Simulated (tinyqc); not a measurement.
From lone donors to an impurity band: impurity band of shallow donors (Hubbard estimate).

Constants: e^2/(4 pi eps0) = 14.39964547 eV angstrom.

Values chosen for the exercise (out of a larger set: near those of two donors in GaAs; not measured data): a = 103.6 angstrom (orbital radius); eps = 12.6 (dielectric constant); Ns = (0.00018, 0.00045, 0.0011, 0.0027, 0.0062, 0.013, 0.027) x 1e18/cm^3 (donor densities).

Donors on a simple cubic lattice of spacing R = N^(-1/3) (1/angstrom^3 = 1e24/cm^3), Ha* = q/(eps a), q = e^2/(4 pi eps0), x = R/a. Hopping t = Ha* (1 + x) exp(-x), band width B = 12 t, on-site repulsion U = (5/8) Ha*; the gap closes near B/U = 1.15. Valley factors and disorder are left out.

Results:

| N (1e18/cm^3) | R (angstrom) | N^(1/3) a | t (meV) | B (meV) | B/U |
|---|---|---|---|---|---|
| 0.00018 | 1771.1 | 0.058 | 7.51e-06 | 9.01e-05 | 1.31e-05 |
| 0.00045 | 1305.0 | 0.079 | 0.000508 | 0.00609 | 0.000884 |
| 0.0011 | 968.7 | 0.107 | 0.00992 | 0.119 | 0.0173 |
| 0.0027 | 718.1 | 0.144 | 0.0854 | 1.02 | 0.149 |
| 0.0062 | 544.3 | 0.190 | 0.361 | 4.33 | 0.627 |
| 0.013 | 425.3 | 0.244 | 0.929 | 11.1 | 1.62 |
| 0.027 | 333.3 | 0.311 | 1.86 | 22.4 | 3.24 |

B/U passes 1.15 between 0.0062 and 0.013 x 1e18/cm^3; the root is x = 4.52, N^(1/3) a = 0.221, N = 0.0097 x 1e18/cm^3, below the 0.016 that the empirical rule N^(1/3) a = 0.26 gives; the estimate is rough, since random positions, the overlap of the orbitals and screening are left out. While N grows by 150 times, t grows by 2.48e+05 times.

Computed by tinyqc, a small Python program: `OMP_NUM_THREADS=1 python tinyqc.py 1251925 1251926 out.jsonl` (the numbers bound the seed that draws the inputs); one thread of a shared host (Intel(R) Xeon(R) Processor @ 2.30GHz), about 0.01 s for the whole set of steps.
